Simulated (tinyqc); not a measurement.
# Worked calculation: MOSFET in the linear regime without short-channel effects, parameter extraction from computed curves

Computed by the program tinyqc: `OMP_NUM_THREADS=1 python tinyqc.py 2210093 2210094 out.jsonl`, one thread of a shared Intel Xeon 2.30GHz, about 0.01 s for the whole run. Printed values are rounded.

Inversion charge Q = Cox n Vt W0(exp((Vg - VT)/(n Vt))), W0 the Lambert function and n = nf; u = Q/Cox; mobility mu = mu0/(1 + th1 u + th2 u^2); channel resistance Rch = (L - dL)/(W mu Q); Id = Vd/(Rch + Rsd/W). Cox = eps0 eox/tox. Small Vd, no channel-length or drain effects.

Inputs (values chosen for the exercise); channel values of the order met in silicon transistors:
```
symbol  value        unit                                                                 meaning
T         400           K                                                             temperature
eox      25.5              relative permittivity of the gate insulator (close to zirconium oxide)
tox        17          nm                                                     insulator thickness
mu0       490  cm^2/(V s)                                                      low-field mobility
th1      0.05         1/V                                       first mobility attenuation factor
th2         0       1/V^2                                      second mobility attenuation factor
VT       0.67           V                                                       threshold voltage
nf       1.46                                                                         body factor
W          10          um                                                              gate width
L         1.3          um                                                       drawn gate length
dL      0.004          um                                             drawn less effective length
Rsd       250      ohm um                                            source plus drain resistance
Vd      0.025           V                                                           drain voltage
```

Constants: q = 1.602176634e-19 C, kB = 1.380649e-23 J/K, Vt = kB T/q, eps0 = 8.8541878128e-14 F/cm where lengths are in cm. Results are converted to the units shown.

## Transfer curve

```
point,Vg (V)
0,0.37
1,0.52
2,0.67
3,0.82
4,0.97
5,1.12
6,1.27
7,1.42
8,1.57
9,1.72
```

u, mu, Rch and Id as defined.

```
point,u (V),mu (cm^2/(V s)),Rch (ohm),Id (uA)
0,1.29343e-4,489.997,1.53968e6,0.0162369
1,0.00243398,489.940,81828.4,0.305424
2,0.0285416,489.302,6987.31,3.56516
3,0.110444,487.309,1813.08,13.6011
4,0.224700,484.556,896.226,27.1378
5,0.352097,481.523,575.553,41.6283
6,0.485889,478.378,419.814,56.2033
7,0.623351,475.189,329.432,70.5355
8,0.763167,471.990,270.902,84.4873
9,0.904611,468.796,230.101,98.0002
```

## Threshold and mobility at the peak transconductance

gm_i = (Id_(i+1) - Id_(i-1))/(Vg_(i+1) - Vg_(i-1)); at the point j of largest gm the tangent meets the axis at V_ext = Vg_j - Id_j/gm_j; field-effect mobility gm_j L/(W Cox Vd) with the drawn L.

```
point,gm (uS)
1,11.8297
2,44.3190
3,78.5753
4,93.4239
5,96.8851
6,96.3573
7,94.2801
8,91.5492
```

j = 5
V_ext = 0.690333 V
field-effect mobility = 379.333 cm^2/(V s)

V_ext is 20 mV above the model VT, and the mobility so found is 23 % below mu0 L/(L - dL) = 492 cm^2/(V s), the value for the drawn L; attenuation, series resistance and the slow approach of Q to a straight line all lower the peak gm.

## The Y function

Y_i = Id_i/sqrt(gm_i). For Id = beta Vd x/(1 + th x), x = Vg - VT, Y = sqrt(beta Vd) x whatever th. Slope s from points 5 and 8; VT_Y = Vg - Y/s at point 8; beta = s^2/Vd; mobility beta L/(W Cox) with the drawn L; th* = (beta Vd x/Id - 1)/x at point 8.

```
point,Y (uA^0.5 V^0.5)
1,0.0888005
2,0.535530
3,1.53438
4,2.80766
5,4.22922
6,5.72558
7,7.26436
8,8.83007
```

s = 10.2241 uA^0.5 V^-0.5
VT_Y = 0.706349 V
beta = 4181.31 uA/V^2
mobility from Y = 409.275 cm^2/(V s)
th* = 0.0793836 1/V

The mobility from Y is 17 % below mu0 L/(L - dL) = 492 cm^2/(V s), which it should reach in deep inversion when th2 = 0. th* compares with th1 + mu0 Cox Rsd/(L - dL) = 0.176 1/V, since series resistance enters like th1. The match is poor here: at these overdrives Q is not yet a straight line in Vg.
